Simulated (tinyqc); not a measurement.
Worked calculation: non-radiative capture by multiphonon emission, one effective mode. Computed by tinyqc, a small Python program that keeps every step. Command: `OMP_NUM_THREADS=1 python tinyqc.py 3030964 3030965 out.jsonl capture walk`. One thread of a shared host (Intel(R) Xeon(R) Processor @ 2.30GHz), about 0.01 s of CPU time with the checks. Intermediate numbers are printed to about 7 digits and carried at full precision; extremes and crossings named in words are read from the listed rows.

The initial state (free carrier plus empty centre) lies dE above the final state; both have the same frequency and are displaced by dQ.

Inputs (values chosen for the exercise, for a model semiconductor):
```
quantity,value,unit
energy released dE,0.407,eV
phonon energy hbar omega,45.7,meV
Huang-Rhys factor S,1.68,-
electron-phonon coupling W,0.018,eV/(u^(1/2) angstrom)
cell volume V,1620,angstrom^3
degeneracy g,4,-
broadening b,24,meV
carrier mass m,0.159,m_0
dielectric constant eps,12.2,-
temperature T,200,K
defect density N_t,1e+13,cm^-3
```

Centre: repulsive.

Constants: hbar^2/u = 4.18015928e-03 eV angstrom^2; k_B = 8.617333262e-05 eV/K; hbar = 6.582119569e-16 eV s; Ry = 13.605693123 eV; k_B = 1.380649e-23 J/K; m_0 = 9.1093837015e-31 kg.

## Geometry of the two curves

dQ = sqrt(2 S (hbar^2/u)/hbar omega); relaxation energy lambda = S hbar omega; phonons needed P = dE/hbar omega; classical barrier E_b = (dE - lambda)^2/(4 lambda); occupation n = 1/(exp(hbar omega/k_B T) - 1).

dQ = 0.5543805 u^(1/2) angstrom

lambda = 0.076776 eV

P = 8.905908

classical barrier E_b = 0.3550846 eV

occupation n = 0.07588887

dE exceeds lambda: the inverted case usual for deep centres, in which the curves cross on the far side of the initial minimum.

## Phonon weights near resonance

Huang-Rhys weight for a net emission of p phonons: L_p = exp(-S (2n + 1)) ((n + 1)/n)^(p/2) I_p(2 S sqrt(n (n + 1))), I_p the modified Bessel function. M_p = sum_m w_m <m_i|Q|(m + p)_f>^2 with Q counted from the final minimum and Boltzmann weights w_m for m = 0..24; <m_i|Q|k_f> = sqrt((hbar^2/u)/(2 hbar omega)) [sqrt(k) <m|k-1> + sqrt(k+1) <m|k+1>], with overlaps of oscillators displaced by d = sqrt(2 S) summed on 1500 points from -16 to 16 + d. The delta function is a Gaussian of standard deviation b at dE - p hbar omega.

Weights:
```
p,L_p,M_p (u angstrom^2),Gaussian (1/eV)
6,7.228390e-03,1.160650e-02,3.733644e-06
7,1.858842e-03,3.812582e-03,2.294483e-02
8,4.186440e-04,1.067906e-03,3.754482e+00
9,8.386308e-05,2.604058e-04,1.635793e+01
10,1.512656e-05,5.617761e-05,1.897665e+00
11,2.481235e-06,1.086035e-05,5.861702e-03
12,3.731840e-07,1.901221e-06,4.821044e-07
```

## Capture coefficient before scaling

C_0 = V (2 pi/hbar) g W^2 sum_p M_p Gaussian_p. The sum runs over the seven p from round(P) - 3 to round(P) + 3; 1 angstrom^3 = 1e-24 cm^3.

sum_p M_p Gaussian_p = 0.008463325 u angstrom^2/eV

C_0 = 1.696192e-10 cm^3/s

## Scaled coefficient, cross-section and lifetime

Sommerfeld factor of a repulsive centre: s(k) = 2 pi nu/(exp(2 pi nu) - 1), nu = sqrt(Ry*/E), Ry* = Ry m/eps^2, averaged over (2/sqrt(pi)) sqrt(x) exp(-x) dx with x = E/k_B T = t^2 (trapezoid, t to 6 in steps of 0.01). C = s C_0; v = sqrt(3 k_B T/m); sigma = C/v; tau = 1/(C N_t).

Sommerfeld factor s = 0.04796252

capture coefficient C = 8.135366e-12 cm^3/s

thermal velocity v = 2.391521e+07 cm/s

cross-section sigma = 3.401754e-19 cm^2

capture time = 0.01229201 s

## Quantum against classical capture

C_0 = V (2 pi/hbar) g W^2 sum_p M_p Gaussian_p. Here the sum runs over all p. Classical (Marcus) form: replace the sum by Q_c^2 exp(-E_b/k_B T)/sqrt(4 pi lambda k_B T), Q_c = dQ (dE + lambda)/(2 lambda). The last column is -k_B d ln C_0/d(1/T) from this row and the one above.

Against temperature:
```
T (K),"C_0, quantum (cm^3/s)","C_0, classical (cm^3/s)",Sommerfeld factor,activation energy (eV)
42,1.146580e-10,2.549920e-49,0.0020227,-
80,1.154828e-10,3.202842e-29,0.0096552,5.461141e-05
130,1.257573e-10,1.008561e-20,0.0244171,1.527714e-03
210,1.790289e-10,1.392065e-15,0.0513744,1.038624e-02
320,3.439070e-10,9.583251e-13,0.0877261,3.436729e-02
480,8.425086e-10,5.722412e-11,0.1345080,7.412391e-02
740,2.507917e-09,9.408066e-10,0.1960133,1.284184e-01
1200,7.859011e-09,6.245158e-09,0.2753628,1.900086e-01
```

At 42.0 K the quantum value is 4.5e38 times the classical one: C_0 comes from tunnelling out of the lowest level and hardly depends on T. At 1200 K the ratio is 1.3. The largest apparent activation energy is 0.190 eV against the classical barrier of 0.355 eV, so an Arrhenius fit understates the barrier, through tunnelling and the broadening b at low T and the T^(-1/2) prefactor at high T. The measured coefficient is C = s C_0, and s changes by a factor 140 over these rows, so C changes by 9300 where C_0 changes by 69.

Checks made by the program: Bessel formula against the sum over overlaps (relative difference below 1e-10).
